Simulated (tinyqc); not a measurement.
# Ellipsometry and reflectance of a transparent film on an absorbing substrate, step by step

tinyqc, about 0.01 s, one thread, Intel Xeon 2.30GHz (shared host): `OMP_NUM_THREADS=1 python tinyqc.py 2870112 2870113 out.jsonl` Printed values are rounded.

Air (index 1), film, substrate with N2 = n2 - i k2; time factor exp(+i w t). q_j = sqrt(N_j^2 - sin^2 th), root with positive real part. Fresnel coefficients r_s = (q_a - q_b)/(q_a + q_b), r_p = (N_b^2 q_a - N_a^2 q_b)/(N_b^2 q_a + N_a^2 q_b). tan(Psi) exp(i Delta) = R_p/R_s, Delta taken from 0 to 360 degrees.

Values chosen for this exercise; indices close to those of aluminium oxide on silicon: wavelength lam = 632.8 nm; angle of incidence th = 70 degrees; index of the transparent film n1 = 1.668; film thickness d = 11 nm; index of the substrate n2 = 3.882; extinction coefficient of the substrate k2 = 0.019.

## Interface coefficients and thickness period

q0, q1, q2 and the coefficients r01 and r12 for p and s; the results repeat in d with the period lam/(2 q1).

q0 = 0.3420201
q1 = 1.378115
q2 = 3.766553-0.019582i
r01,p = -0.1830880
r01,s = -0.6023335
r12,p = 0.3292710-0.0020461i
r12,s = -0.4642627+0.0020392i
period = 229.5889 nm

## Psi, Delta and reflectances

beta = 2 pi d q1/lam, X = exp(-2 i beta), R = (r01 + r12 X)/(1 + r01 r12 X) for p and s.

beta = 0.1505191 rad
X = 0.9550292-0.2965119i
R_p = 0.1366462-0.1083017i
R_s = -0.8287313+0.0551977i
Psi = 11.85587 degrees
Delta = 145.4113 degrees
|R_p|^2 = 0.03040144
|R_s|^2 = 0.6898424

The bare substrate gives Psi = 10.57 and Delta = 179.23 degrees.
